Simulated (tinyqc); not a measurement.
Inside a calculation. Method: FCI on RHF in the 6-31g basis, for H2, spin multiplicity 1. One step of it, computed by the program tinyqc.

Task: Iteration 5 (converged): orbitals. Diagonalise F' = X^T F X, C = X C', fill 1 alpha and 1 beta electrons from the bottom; D = 2 C_occ C_occ^T. Each column has its largest component positive (the first on a tie).

converged F (hartree), lower triangle:
```
           1H 1s      1H 2s      2H 1s      2H 2s
1H 1s   0.071756
1H 2s  -0.441094  -0.318499
2H 1s  -0.438909  -0.434436   0.071756
2H 2s  -0.434436  -0.366085  -0.441094  -0.318499
```

X, lower triangle:
```
           1H 1s      1H 2s      2H 1s     2H 2s
1H 1s   1.257285
1H 2s  -0.497881   1.719604
2H 1s  -0.066812   0.037615   1.257285
2H 2s   0.037615  -0.735275  -0.497881  1.719604
```

Give: F' = X^T F X; orbital energies; coefficients C; D after iteration 5.

Result:

F' = X^T F X (hartree), lower triangle:
```
         1        2        3       4
1   0.6062
2  -0.5742   0.2515
3  -0.3122  -0.1260   0.6062
4  -0.1260  -0.1992  -0.5742  0.2515
```

orbital energies (hartree): MO1 -0.5373, MO2 0.1790, MO3 0.8836, MO4 1.1901

coefficients C:
```
          MO1      MO2      MO3      MO4
1H 1s  0.2933   0.1615   0.8535  -0.9969
1H 2s  0.3228   1.2881  -0.6973   1.2236
2H 1s  0.2933  -0.1615   0.8535   0.9969
2H 2s  0.3228  -1.2881  -0.6973  -1.2236
```

D after iteration 5, lower triangle:
```
        1H 1s   1H 2s   2H 1s   2H 2s
1H 1s  0.1720
1H 2s  0.1893  0.2084
2H 1s  0.1720  0.1893  0.1720
2H 2s  0.1893  0.2084  0.1893  0.2084
```
